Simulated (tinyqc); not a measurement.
Worked calculation: deep level as a short-range spherical well. Values are carried at full precision from step to step, so a last printed digit may differ when a step is redone from the rounded ones.

A spherical well of radius R and depth V0 below the conduction edge, one mass m, c = hbar^2/2m0. The s level at binding Et solves k cot(k R) = -kappa with k = sqrt(m (V0 - Et)/c), kappa = sqrt(m Et/c); it exists for V0 > Vc = c (pi/2R)^2/m. Outside, psi falls as exp(-kappa r)/r.

Constants: hbar^2/2m0 = 3.80998211 eV angstrom^2; fine-structure constant alpha = 0.007297352564; hc = 1239.841984 eV nm; kB = 8.617333262e-05 eV/K; hbar = 6.58211957e-16 eV s.

Parameters, chosen for this exercise (near those of Ge; shifted at random, so the results belong to these values and not to a real crystal): R = 4.2 angstrom (radius of the well); V0 = 6.29 eV (depth of the well); m = 0.126 m0 (mass); n_r = 4 (refractive index); gv = 4 (valleys); sn = 0.95 x 1e-16 cm^2 (capture cross-section); T = 150 K (temperature).

## The bound level

Solve for Et; the share outside is [sin^2(kR)/(2 kappa)]/[sin^2(kR)/(2 kappa) + R/2 - sin(2kR)/(4k)].

Et = 0.4591 eV
k = 0.4391 1/angstrom
kappa = 0.1232 1/angstrom
share outside = 0.611
Vc = 4.230 eV

The well is 1.49 times the critical depth. Since dEt/dV0 equals the share inside, 0.39, a 1 % change of V0 moves Et by 5.3 %. The decay length is 8.1 angstrom, 1.9 times R.

## Peak of the photo-ionisation cross-section

Lucovsky model (delta well, plane-wave final states, no local-field factor): sigma = (32 pi alpha c/(3 n_r m Et)) (x - 1)^(3/2)/x^3, x = h nu/Et, c = hbar^2/2m0; 1 angstrom^2 = 1e-16 cm^2.

The maximum lies at x = 2. Give the photon energy, its wavelength and sigma there.

h nu = 0.918 eV
wavelength = 1350 nm
sigma = 50.3 x 1e-18 cm^2

With 61 % of the state outside the well the delta-well form is a fair model. The level lies in the lower half of the host gap, so the peak is above the band edge and exchange with the valence band, left out, would compete.

## Thermal emission

Thermal emission e = sn v Nc exp(-Et/kB T), v = sqrt(6 c kB T/m)/hbar, Nc = 2 gv (m kB T/(4 pi c))^(3/2), c = hbar^2/2m0, one mass for both, degeneracy ratio 1; 1 angstrom = 1e-8 cm.

Give v, Nc, e and 1/e.

v = 2.327 x 1e7 cm/s
Nc = 1.587 x 1e18/cm^3
e = 1.32e-06 1/s
1/e = 7.56e+05 s

## Checks

- Et from the radial equation on a grid against the matching condition, eV: both 0.46.

(tinyqc, `OMP_NUM_THREADS=1 python tinyqc.py 1280033 1280034 out.jsonl`, Intel(R) Xeon(R) Processor @ 2.30GHz, 1 thread, shared host, about 0.01 s.)
